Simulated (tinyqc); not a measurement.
Composition of the buffer: band edges of strained Si(1-x)Ge(x) on relaxed Si(1-y)Ge(y).

Values are linear in the Ge fraction but for ED(x) = linear - CD x (1 - x) and a(x) = linear - Ca x (1 - x). Energies are on the common scale of Ev.

Coherent growth on a (001) face: e_par = (a(y) - a(x))/a(x), e_perp = -2 (C12/C11) e_par; exx = eyy = e_par, ezz = e_perp, no shear.

A valley with unit axis u lies at Ev + gap + (av + a_valley) tr(e) + Xu (u.e.u - tr(e)/3); the Delta axes are x, y, z and the L axes [111], [1-1-1], [-11-1], [-1-11]. The second-order shift of the Delta valleys under shear is left out; it lowers the pair normal to the sheared plane by tens of meV at a shear of 1 %.

Valence edges: Ev plus the levels of the 6 x 6 matrix of X, Y, Z times spin with -Dso/3 + l exx + m (eyy + ezz) on the diagonal (cyclic), n exy off it, l = av + 2 b, m = av - b, n = sqrt(3) d. Spin-orbit term (Dso/3) L.sigma on X, Y, Z with (L_k)_ij = -i epsilon_kij: <X+|H|Y+> = -i Dso/3, <X+|H|Z-> = Dso/3, <Y+|H|Z-> = -i Dso/3, <Z+|H|X-> = -Dso/3, <Z+|H|Y-> = i Dso/3, <X-|H|Y-> = i Dso/3, and their conjugates; + and - are the spin along z.

Parameters, chosen for this exercise (end members near Si and Ge, in this order; not measured data): a = (5.424, 5.662) angstrom (lattice constant); Dso = (0.044, 0.292) eV (spin-orbit splitting); av = (2.47, 1.22) eV (valence hydrostatic potential); b = (-2.12, -2.57) eV (tetragonal shear potential); d = (-4.83, -5.26) eV (trigonal shear potential); C11 = (166.3, 127) GPa; C12 = (63.8, 48.3) GPa; C44 = (79.4, 65.9) GPa; Ev = (0, 0.72) eV (top of the unstrained valence band); ED = (1.164, 0.928) eV (gap to the Delta valleys); EL = (2.038, 0.726) eV (gap to the L valleys); aD = (1.71, 1.22) eV (hydrostatic potential of the Delta gap); aL = (-3.2, -2.71) eV (hydrostatic potential of the L gap); XuD = (9.43, 9.07) eV (uniaxial potential, Delta); XuL = (16.09, 15.3) eV (uniaxial potential, L); CD = 0.209 eV (bowing of the Delta gap); Ca = 0 angstrom (bowing of the lattice constant); face = 001 (growth face); x = 0.12 (Ge fraction of the layer).

The layer is kept. dEc = Ec(buffer) - Ec(layer), dEv = Ev(layer) - Ev(buffer); buffer edges Ev(y) and Ev(y) + min(ED, EL). The digit behind Delta or L counts whole valleys.

Results:
```
y     e_par (%)  lowest valleys  gap (eV)  next valleys above (meV)  valence splitting (meV)  dEc (eV)  dEv (eV)
0.00      -0.52          Delta4     1.054                        87                       28     0.019     0.092
0.10      -0.09          Delta4     1.104                        14                        6     0.003     0.015
0.19       0.31          Delta2     1.071                        51                       27     0.043    -0.027
0.29       0.74          Delta2     1.004                       123                       71     0.107    -0.059
0.38       1.13          Delta2     0.941                       188                      114     0.169    -0.085
0.48       1.57          Delta2     0.870                       261                      162     0.241    -0.112
0.67       2.40          Delta2     0.733                       398                      256     0.390    -0.164
```

Give the missing row, y = 0.57.

Computed row:
```
y     e_par (%)  lowest valleys  gap (eV)  next valleys above (meV)  valence splitting (meV)  dEc (eV)  dEv (eV)
0.57       1.96          Delta2     0.805                       326                      206     0.310    -0.137
```

The gap is 1.054 eV in the first row and 0.733 eV in the last, with its largest listed value, 1.104 eV, at y = 0.10: it peaks near the match y = x, since strain of either sign narrows it. The lowest valleys change: Delta4 to Delta2 between y = 0.10 and 0.19. Per 0.1 of y the valence offset moves by -38 meV on average; the conduction offset lies between +3 and +390 meV, not monotonically. Both carriers sit on one side for y = 0.00 and 0.10, and on opposite sides elsewhere. Offsets below about 30 meV are within the spread of parameter sets, so those rows do not settle the type. Strains above 2 % can be kept only in layers of a few nanometres.

(tinyqc, `OMP_NUM_THREADS=1 python tinyqc.py 1050218 1050219 out.jsonl`, Intel(R) Xeon(R) Processor @ 2.30GHz, 1 thread, shared host, about 0.01 s.)
